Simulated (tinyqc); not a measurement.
Starting guesses with plain Roothaan steps: SCF starting guesses in the 6-31g basis, for N, spin multiplicity 4. Computed by the program tinyqc with PySCF. UHF with one setting changed at a time; a run stops when the energy changes by less than 1e-09 hartree and the error matrix is below 1e-5. Starts: the lowest orbitals of the core Hamiltonian, of the Wolfsberg-Helmholz matrix (K = 1.75), projected atomic densities, random orbitals, and the highest orbitals of the core Hamiltonian (a deliberately bad start).

Geometry (angstrom):
```
atom,x,y,z
N,0.0000,0.0000,0.0000
```

lowest solution found by these runs and by PySCF with stability checks = -54.385008 hartree

Largest element of the error matrix X^T (FDS - SDF) X:
```
iteration,core,Wolfsberg-Helmholz,atomic densities,random,highest core orbitals
1,6.3e-01,2.8e-01,1.2e-01,5.0e+00,1.2e-01
2,8.7e-02,4.6e-02,1.6e-01,4.0e-01,6.0e-01
3,1.9e-02,5.9e-03,1.4e-02,9.9e-02,9.0e-02
4,7.0e-03,3.8e-03,2.7e-03,2.2e-02,1.6e-02
5,2.6e-03,1.4e-03,9.0e-04,1.1e-02,7.6e-03
6,1.1e-03,5.8e-04,3.0e-04,4.4e-03,2.8e-03
8,1.9e-04,9.9e-05,5.0e-05,1.4e-03,4.9e-04
10,3.2e-05,1.7e-05,8.4e-06,4.6e-04,8.4e-05
14,-,-,-,5.1e-05,-
```

How each run ends:
```
run,iterations,E (hartree),state
core,12,-54.38501,lowest found
Wolfsberg-Helmholz,11,-54.38501,lowest found
atomic densities,10,-54.38501,lowest found
random,18,-54.38501,lowest found
highest core orbitals,13,-54.38501,lowest found
```

What does the comparison show, and why?

5 of 5 runs reach the lowest solution found, in 10 to 18 iterations (fastest: atomic densities). The first errors are 6e-01, 3e-01, 1e-01, 5e+00, 1e-01; the deliberately bad start has the smallest one, so a small first error does not mark a good start.
